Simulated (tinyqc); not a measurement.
Lattice vibrations of a chain, step by step. Computed by tinyqc, a small Python program that keeps every step. Command: `OMP_NUM_THREADS=1 python tinyqc.py 29771 29772 out.jsonl` (the two numbers bound the seeds that draw the settings). One thread of a shared host (Intel(R) Xeon(R) Processor @ 2.60GHz), about 0.01 s of CPU time with the checks.

## Dynamical matrix at q = 0.28

A chain moving along its axis:
```
atom                mass (u)  spring to the next atom (eV/angstrom^2)
1                  44.000000                                10.000000
2                  28.100000                                 8.100000
3                  27.400000                                12.400000
second neighbours          -                                 1.300000
```

q is in units of 2 pi/a. A spring k from atom i to atom j, n cells on, adds k to Phi_ii and Phi_jj, -k exp(2 pi i q n) to Phi_ij and the conjugate to Phi_ji (for one atom a cell: 2k (1 - cos 2 pi q n)); D_ij = Phi_ij / sqrt(m_i m_j).

D(q) (eV/(angstrom^2 u)):
```
[[0.568182, -0.277466+0.036316i, 0.029478+0.350799i],
 [-0.277466-0.036316i, 0.736655, -0.283136+0.046021i],
 [0.029478-0.350799i, -0.283136-0.046021i, 0.843066]]
```

## Frequencies

omega^2 are the eigenvalues; wavenumber = 521.4708 sqrt(eigenvalue) 1/cm.

eigenvalues: [0.145494, 0.756969, 1.245439]

wavenumbers (1/cm): [198.9, 453.7, 582.0]

weights |e|^2 of the mass-weighted modes, order atom 1, atom 2, atom 3:
```
[[0.490780, 0.281341, 0.227879],
 [0.254131, 0.469330, 0.276538],
 [0.255089, 0.249329, 0.495582]]
```

## Dispersion and heat capacity

C/k_B per atom = mean over q = (j + 1/2)/80, j = 0..39 and all branches of y^2 e^y/(e^y - 1)^2, y = hc wavenumber / k_B T.

Wavenumbers (1/cm):
```
q           branch 1    branch 2    branch 3
0.000000    0.000000  516.729309  563.093086
0.062500   45.977711  512.238141  565.315080
0.125000   91.475804  500.563997  570.220015
0.187500  135.998743  484.145345  575.491641
0.250000  179.000543  464.254755  580.094243
0.312500  219.785318  441.665692  583.702693
0.375000  257.167901  417.438931  586.252857
0.437500  288.063749  394.508863  587.762738
0.500000  302.286727  382.953923  588.261872
```

Heat capacity:
```
T (K)  C/k_B per atom
20           0.041531
50           0.106345
100          0.230874
200          0.524969
300          0.719161
600          0.913612
1200         0.977130
```

zero-point energy per atom = 24.956218 meV
